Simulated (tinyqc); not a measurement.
Trap in a gate oxide as a short-range spherical well: one step. Level, tunnelling time and occupation. Three cases, with inputs chosen for the exercise.

Task: Give E_T, S, tau and ln(tau_c/tau_e) = (E_T - EF)/kB T.

Energies from the conduction edge of the channel. The trap level at depth x is E_T = dEc - Et - e Fox x (1 MV/cm = 0.01 eV/angstrom). An electron at the channel edge tunnels with the WKB exponent S = (4/3) sqrt(m/c) [dEc^(3/2) - (dEc - e Fox x)^(3/2)]/(e Fox), c = hbar^2/2m0; tau = t0 exp(S); the occupation is f = 1/(1 + exp((E_T - EF)/kB T)), tau_c = tau/f and tau_e = tau/(1 - f). Lattice relaxation is left out; a level below the channel edge needs phonons as well, so tau is then a lower bound, while a level above it can also empty elastically at its own energy, through a thinner barrier, faster than this tau.

Constants: hbar^2/2m0 = 3.80998211 eV angstrom^2; kB = 8.617333262e-05 eV/K.

Case 1.

Values chosen (near those of HfO2 on Si; not measured data): dEc = 1.52 eV (conduction offset to the channel); m = 0.198 m0 (mass); Fox = 3.6 MV/cm (oxide field, lowering levels away from the channel); t0 = 1.3 x 1e-11 s (time constant at the interface); T = 300 K (temperature); EF = -0.09 eV (Fermi level above the channel edge); x = 13 angstrom (depth of the trap).

Et = 0.898790 eV

Case 2.

Values chosen (near those of SiO2 on Si; not measured data): dEc = 3.22 eV (conduction offset to the channel); m = 0.457 m0 (mass); Fox = 3.5 MV/cm (oxide field, lowering levels away from the channel); t0 = 0.76 x 1e-11 s (time constant at the interface); T = 400 K (temperature); EF = 0.07 eV (Fermi level above the channel edge); x = 8 angstrom (depth of the trap).

Et = 2.620865 eV

Case 3.

Values chosen (near those of HfO2 on Si; not measured data): dEc = 1.49 eV (conduction offset to the channel); m = 0.212 m0 (mass); Fox = 2.6 MV/cm (oxide field, lowering levels away from the channel); t0 = 4.7 x 1e-11 s (time constant at the interface); T = 300 K (temperature); EF = 0.07 eV (Fermi level above the channel edge); x = 14 angstrom (depth of the trap).

Et = 1.361888 eV

Give: E_T; S; tau; ln(tau_c/tau_e).

Result:

Case 1.

E_T = 0.153 eV
S = 6.712
tau = 1.07e-08 s
ln(tau_c/tau_e) = 9.4

The level lies 9 kB T above EF, so the trap is mostly empty. A flat barrier would give S = 2 sqrt(m dEc/c) x = 7.31.

Case 2.

E_T = 0.319 eV
S = 9.724
tau = 1.27e-07 s
ln(tau_c/tau_e) = 7.2

The level lies 7 kB T above EF, so the trap is mostly empty. A flat barrier would give S = 2 sqrt(m dEc/c) x = 9.94.

Case 3.

E_T = -0.236 eV
S = 7.548
tau = 8.91e-08 s
ln(tau_c/tau_e) = -11.8

The level lies 12 kB T below EF, so the trap is mostly filled. A flat barrier would give S = 2 sqrt(m dEc/c) x = 8.06.

Computed by tinyqc, one run a case: `OMP_NUM_THREADS=1 python tinyqc.py N N+1 out.jsonl` with N = 1252706, 1280091, 1280248; one thread of a shared Intel(R) Xeon(R) Processor @ 2.30GHz, about 0.01 s a run at most.
